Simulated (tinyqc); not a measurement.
# Capacitance measurement on a leaky thin oxide: effects of series resistance and leakage, step by step

Numbers from tinyqc (`OMP_NUM_THREADS=1 python tinyqc.py 2022061 2022062 out.jsonl`; about 0.01 s on one thread of a shared Intel Xeon 2.30GHz). Printed values are rounded.

The device is a capacitance C in parallel with a leakage conductance G, in series with Rs and Ls. An impedance meter reports either a parallel pair (Cp, Gp) from Y = 1/Z = Gp + i w Cp or a series pair (Cs, Rm) from Z = Rm + 1/(i w Cs); w = 2 pi f, dissipation D = Gp/(w |Cp|).

Parameters, values chosen for the exercise; values of the order met in thin-oxide MOS capacitors:
- eox = 25.6 (relative permittivity of the gate insulator (close to zirconium oxide))
- tox = 6 nm (insulator thickness)
- A = 400 um^2 (gate area)
- zc = 0.34 nm (oxide-equivalent thickness added by the accumulation layer)
- zp = 0 nm (oxide-equivalent thickness added by gate depletion)
- Jg = 0.022 A/cm^2 (gate leakage current density, not matched to the thickness)
- Vs = 0.25 V (voltage for an e-fold rise of the leakage)
- Rs = 150 ohm (series resistance)
- Ls = 0 nH (series inductance)
- f = 2e5 Hz (measuring frequency)

Constants: eps0 = 8.8541878128e-14 F/cm where lengths are in cm. Results are converted to the units shown.

## True capacitance and conductance

EOT = 3.9 tox/eox; CET = EOT + zc + zp; C = 3.9 eps0 A/CET; G = Jg A/Vs.

EOT = 0.914062 nm
CET = 1.25406 nm
C = 11.0142 pF
G = 0.352 uS

## What the meter reports

Z = Rs + i w Ls + 1/(G + i w C).

Z = (0.19863-7.22030i) x 1e4 ohm
Cp = 11.0130 pF
Gp = 0.380712 uS
Cs = 11.0214 pF
D = 0.0275094

Cp is 0.011 % below C and Cs is 0.065 % above it; G Rs = 5.28e-5, w C Rs = 0.00208 and G/(w C) = 0.0254.
